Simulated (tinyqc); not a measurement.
# Gate work function from the charge

Question. For an undoped double gate, Q = 8 eps0 eps_r Vt beta tan(beta)/ts with 0 < beta < pi/2, and at the source (Vg - dphi)/(2 Vt) - ln[(2/ts) sqrt(2 eps0 eps_r Vt/(q ni))] = ln(beta) - ln(cos beta) + 2 r beta tan(beta), r = eps_r tox/(eox ts). Find beta and dphi.

Inputs (values chosen for the exercise); material values close to those of silicon: temperature T = 273 K; relative permittivity of the semiconductor eps_r = 11.8; relative permittivity of the gate insulator eox = 8.81; insulator thickness tox = 4.5 nm; body thickness ts = 10 nm; gate voltage Vg = 0.81 V.

Constants: q = 1.602176634e-19 C, kB = 1.380649e-23 J/K, Vt = kB T/q, eps0 = 8.8541878128e-14 F/cm where lengths are in cm. Results are converted to the units shown.

Qs = 1192.5769 nC/cm^2
ni = 7.2021421e8 cm^-3

Answer. beta tan(beta) rises from 0 without bound on the interval, so the charge fixes beta; the second relation is then explicit in dphi. At this charge the surface density passes 0.3 Nc, so the classical Boltzmann model is only formal.

beta = 1.352
dphi = -0.1200 V

tinyqc, about 0.01 s, one thread, Intel Xeon 2.30GHz (shared host): `OMP_NUM_THREADS=1 python tinyqc.py 2440035 2440036 out.jsonl`
